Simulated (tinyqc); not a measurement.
Raman shift of the zone-centre optical phonon of a diamond-structure crystal under stress: one step, computed by the program tinyqc. Command: `OMP_NUM_THREADS=1 python tinyqc.py 3013609 3013610 out.jsonl ramanstress walk`. One thread of a shared host (Intel(R) Xeon(R) Processor @ 2.30GHz), about 0.01 s of CPU time with the checks.

Axes x, y, z are the cube axes. Strain shifts the threefold optical mode and can split it; p, q and r are the phonon deformation potentials.

Task: The line seen from a (001) surface. Backscattering from a (001) surface: incident polarisation (cos phi, sin phi, 0). With Raman tensors (R_z)_xy = (R_z)_yx = 1 and cyclic, only the z component u_z of a mode counts: I = u_z^2 sin^2(2 phi) for parallel and u_z^2 cos^2(2 phi) for crossed polarisers. An unresolved line sits at the intensity-weighted shift, which is M_zz/(2 omega_0).

Inputs (values chosen for the exercise, modelled on silicon): stress sigma (tension positive) = 0.12 GPa; polarisation angle phi = 45 degree.

Stress state: biaxial. Axis: [001].

M/(2 omega_0) (1/cm), rows x, y, z:
```
[[-0.4022445, 0.0000000, 0.0000000],
 [0.0000000, -0.4022445, 0.0000000],
 [0.0000000, 0.0000000, -0.5471411]]
```

Give: total intensity, parallel; total intensity, crossed; shift of the observed line; shift per stress; stress per shift.

Result:

total intensity, parallel = 1

total intensity, crossed = 0

shift of the observed line = -0.5471 1/cm

shift per stress = -4.560 1/(cm GPa)

stress per shift = -219.3 MPa cm

The z-polarised mode is an eigenmode here, so one line is seen.
